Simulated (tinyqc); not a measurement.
# Disorder broadening of a one-dimensional band in the self-consistent Born approximation: two studies

The local Green function is G = g0(z - Sigma) with z = E + i eta and g0(z) = 1/(sqrt(z - 2t) sqrt(z + 2t)), principal roots; the self-energy is Sigma = D G. The density of states is -Im G/pi.

Values chosen for this exercise:
```
symbol   value  unit                             meaning
t            1    eV                             hopping
D         0.63  eV^2  variance of the random site energy
eta       0.01    eV                     bare broadening
E       -0.729    eV         energy from the band centre
```

Each table varies one quantity; the others keep the values above.

## Effect of the disorder strength

Sigma is iterated to self-consistency (retarded branch, Im Sigma < 0); first Born means Sigma = D g0(z) put once into G = g0(z - Sigma); clean means Sigma = 0.

The same in every row: DOS, clean (1/eV) = 0.1709.

Results:
```
D (eV^2),Re Sigma (eV),Im Sigma (eV),"DOS, self-consistent (1/eV)","DOS, first Born (1/eV)"
0.019,-4.330e-5,-0.01020,0.1709,0.1709
0.034,-1.083e-4,-0.01825,0.1709,0.1709
0.06,-2.853e-4,-0.03220,0.1708,0.1708
0.11,-8.528e-4,-0.05899,0.1707,0.1707
0.19,-0.002368,-0.1017,0.1704,0.1705
0.6,-0.01997,-0.3142,0.1667,0.1671
1.1,-0.05376,-0.5520,0.1597,0.1596
1.9,-0.1092,-0.8838,0.1481,0.1438
```

Estimate the missing row, D = 0.34 eV^2.

Computed row:
```
D (eV^2),Re Sigma (eV),Im Sigma (eV),"DOS, self-consistent (1/eV)","DOS, first Born (1/eV)"
0.34,-0.007083,-0.1809,0.1694,0.1696
```

With this row back in the table: |Im Sigma| rises from 0.0102 to 0.884 eV, as D^(1.00) between the first two rows and D^(0.86) between the last two (the golden rule gives power 1, broadening wider than the band power 1/2). First Born is within 0.01 % of the self-consistent density of states in the first row and 2.9 % below it in the last.

## Effect of the mixing

G = g0(z - Sigma), Sigma(out) = D G, Sigma(new) = Sigma + mix (Sigma(out) - Sigma). Iterations from Sigma = 0 until |Sigma(out) - Sigma| < 1e-10 eV, at most 500. The factor is |1 - mix + mix L|, L = d Sigma(out)/d Sigma at the solution.

Result of one run:
```
mix,iterations,factor
1,10,0.070965
```

What becomes of these results when the mixing mix is changed from 1 to 0.85, all else the same?

Result of the changed run:
```
mix,iterations,factor
0.85,12,0.12352
```

The whole series:
```
mix,iterations,factor
0.1,201,0.89575
0.2,96,0.79155
0.3,60,0.68741
0.5,31,0.47950
0.7,18,0.27303
0.85,12,0.12352
1,10,0.070965
```

L = -0.0427-0.057i. The fewest iterations, 10, come at mix = 1; the smallest factor, 0.0710, is at mix = 1. As a function of mix the factor has its minimum at Re(1 - L)/|1 - L|^2 = 0.956, so the damped rows are slower.

Range of the model: The self-consistent Born approximation misses band tails from rare fluctuations and localisation.

tinyqc, about 0.01 s, one thread, Intel Xeon 2.30GHz (shared host): `OMP_NUM_THREADS=1 python tinyqc.py 2720002 2720003 out.jsonl`
